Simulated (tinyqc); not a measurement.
Inside a calculation. Model: hot carriers by balance equations with a heated Maxwellian. Computed by tinyqc, a small Python program that keeps every step. Command: `OMP_NUM_THREADS=1 python tinyqc.py 3012481 3012482 out.jsonl hot walk`. One thread of a shared host (Intel(R) Xeon(R) Processor @ 2.30GHz), about 0.01 s of CPU time with the checks. Intermediate numbers are printed to about 7 digits and carried at full precision; extremes and crossings named in words are read from the listed rows.

The carriers follow a Maxwellian at an electron temperature T_e, slightly displaced; the drift energy is neglected against k_B T_e. The balance averages the rate, not the time, so mu_0 lies below the relaxation-time value.

Inputs (values chosen for the exercise, modelled on holes in silicon):
```
quantity                                          value       unit
effective mass m                                  0.514        m_0
density rho                                        2329     kg/m^3
sound velocity v_l                                 9290        m/s
acoustic deformation potential D_A                  5.2         eV
phonon energy hbar w                               65.7        meV
optical or intervalley deformation potential D_o     10  1e8 eV/cm
final valleys Z_f                                     1          -
lattice temperature T                               500          K
electric field F                                    1.3      kV/cm
iteration cap                                       300          -
```

Band: parabolic. Solver: Newton.

Constants: k_B = 8.617333262e-05 eV/K; k_B = 1.380649e-23 J/K; e = 1.602176634e-19 C; hbar = 1.054571817e-34 J s; m_0 = 9.1093837015e-31 kg; hbar = 6.582119569e-16 eV s.

## Equilibrium values

Parabolic band: E = hbar^2 k^2/(2 m), speed v = hbar k/m, states per spin, volume and energy g(E) = m k/(2 pi^2 hbar^2). Masses are multiplied by m_0 and all formulas are in SI units. Phonon occupation N_q = 1/(exp(hbar w/(k_B T)) - 1). Acoustic deformation potential (elastic, equipartition, absorption and emission together): 1/tau = 2 pi k_B T D_A^2 g(E)/(hbar rho v_l^2). Optical or intervalley deformation potential: 1/tau = (pi Z_f D_o^2/(rho w)) [N_q g(E + hbar w) + (N_q + 1) g(E - hbar w)], with g = 0 below the band edge. Averages over the Maxwellian, <y> = int y x^(1/2) exp(-x) dx / int x^(1/2) exp(-x) dx with x = E/(k_B T_e), split at x_0 = hbar w/(k_B T_e): 64 Gauss-Legendre points in sqrt(x) below it and 128 in sqrt(x - x_0) above it, up to x = 32. Momentum balance: mu(T_e) = e/(m nu), nu = <x (sum of rates)>/<x>. Power lost per carrier: P(T_e) = hbar w <emission rate - absorption rate> + <(2 m v_l^2/(k_B T)) (E - 2 k_B T) acoustic rate>. Energy relaxation time at weak heating: tau_E = (3/2) k_B / (dP/dT_e), the derivative by a central difference of +/- 0.5 K at T_e = T.

low-field mobility mu_0 = 276.2140 cm^2/(V s)

energy relaxation time tau_E = 0.2382279 ps

tau_E is 2.95 times the momentum relaxation time m mu_0/e: energy is lost more slowly than direction, which is why carriers heat.

## Balance functions

The field that sustains T_e follows from e mu F^2 = P.

Against the electron temperature:
```
T_e (K)  mu (cm^2/(V s))  P optical (1e9 eV/s)  P acoustic (1e9 eV/s)  F (kV/cm)  drift velocity (1e7 cm/s)
550             255.4039                26.794           2.757590e-01    10.2950                  0.2629377
650             224.0516                79.253           8.993449e-01    18.9140                  0.4237719
800             192.4322               153.417           1.995467e+00    28.4187                  0.5468677
1000            165.2955               242.971           3.718334e+00    38.6318                  0.6385656
1500            128.3455               428.539           9.108020e+00    58.3945                  0.7494668
2500             95.9074               702.152           2.351681e+01    86.9847                  0.8342480
4000             74.4596               998.845           5.205667e+01   118.8011                  0.8845885
6000             60.2298              1299.349           1.001882e+02   152.4356                  0.9181167
```

Optical phonons take 99 % of the power in the first row and 93 % in the last. The velocity grows as F^0.78 at first and as F^0.15 at the end, so it levels off; if optical phonons alone set both balances the limit at high T_e would be sqrt(3 hbar w tanh(hbar w/2 k_B T)/(4 m)) = 1.04 in the same unit. Rows above 1400 K (k_B T_e > 0.12 eV) stretch the parabolic band.

## First iteration

Newton: h(T_e) = P - e mu F^2, T_new = T_e - h/h', with h' by a central difference of +/- 0.5 K, limited to the range T to 3 T_e. Start at T_e = 1.5 T.

mu at the start = 201.5099 cm^2/(V s)

P at the start = 1.309755e+11 eV/s

new T_e = 500 K

The Newton step left the allowed range, so the new T_e is the limit of that range.

## The whole iteration

Start at T_e = 1.5 T; stop when T_e moves by less than 1e-6 K or exceeds 1e6 K.

Course of the iteration:
```
iteration   T_e (K)  mu (cm^2/(V s))      step (K)
1          750.0000         201.5099  2.500000e+02
2          500.0000         276.2140  8.590864e-01
3          500.8591         275.8182  6.079671e-06
4          500.8591         275.8182  1.307399e-12
```

electron temperature T_e = 500.8591 K

Converged in 4 iterations.

## Drift velocity

v = mu(T_e) F; warm-carrier coefficient (mu/mu_0 - 1)/F^2.

mobility mu(T_e) = 275.8182 cm^2/(V s)

drift velocity = 0.03585636 1e7 cm/s

mu/mu_0 = 0.9985670

(mu/mu_0 - 1)/F^2 = -8.479055e-04 cm^2/kV^2

T_e/T = 1.00; the simple estimate T + (2/3) e mu_0 F^2 tau_E/k_B would give 501 K, close to the result. Caution: the drift energy m v^2/2 is not small against the heating (3/2) k_B (T_e - T), so T_e - T is rough.

Checks made by the program: detailed balance, P(T_e = T) = 0, on the scale of P at 1.1 T (relative difference below 1e-10).
